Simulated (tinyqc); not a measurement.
Ways to converge the cycle: SCF convergence aids in the 6-31g basis, for H2+, spin multiplicity 2. Computed by the program tinyqc with PySCF. UHF with one setting changed at a time; a run stops when the energy changes by less than 1e-09 hartree and the error matrix is below 1e-5. The start is the Wolfsberg-Helmholz matrix. Damping d keeps d of the old density; a shift (hartree) raises the virtual levels; DIIS n extrapolates F over n matrices.

Geometry (angstrom):
```
atom       x       y       z
H     0.0000  0.0000  0.0000
H     0.0000  0.0000  0.6950
```

lowest solution found by these runs and by PySCF with stability checks = -0.543341 hartree

Largest element of the error matrix X^T (FDS - SDF) X:
```
iteration    plain  damping 0.3  damping 0.6  shift 0.4   DIIS 3   DIIS 8
1          1.1e-01      1.1e-01      1.1e-01    1.1e-01  1.1e-01  1.1e-01
2          3.0e-02      5.3e-02      7.6e-02    4.6e-02  3.0e-02  3.0e-02
3          8.2e-03      2.6e-02      5.4e-02    2.0e-02  8.5e-16  8.5e-16
4          2.2e-03      1.3e-02      3.8e-02    8.3e-03  9.1e-16  9.1e-16
5          6.1e-04      6.3e-03      2.7e-02    3.5e-03        -        -
6          1.7e-04      3.1e-03      1.9e-02    1.5e-03        -        -
8          1.3e-05      7.5e-04      9.7e-03    2.7e-04        -        -
10               -      1.8e-04      4.9e-03    4.8e-05        -        -
14               -      1.1e-05      1.2e-03          -        -        -
20               -            -      1.6e-04          -        -        -
30               -            -      5.2e-06          -        -        -
```

How each run ends:
```
run          iterations  E (hartree)         state
plain                 9     -0.54334  lowest found
damping 0.3          18     -0.54334  lowest found
damping 0.6          36     -0.54334  lowest found
shift 0.4            13     -0.54334  lowest found
DIIS 3                4     -0.54334  lowest found
DIIS 8                4     -0.54334  lowest found
```

What does the comparison show, and why?

6 of 6 runs reach the lowest solution found, in 4 to 36 iterations (fastest: DIIS 3, DIIS 8). Plain steps already contract here, so damping only slows them. DIIS 3 and DIIS 8 gain by cancelling the error over several earlier matrices, much as a quasi-Newton step does.
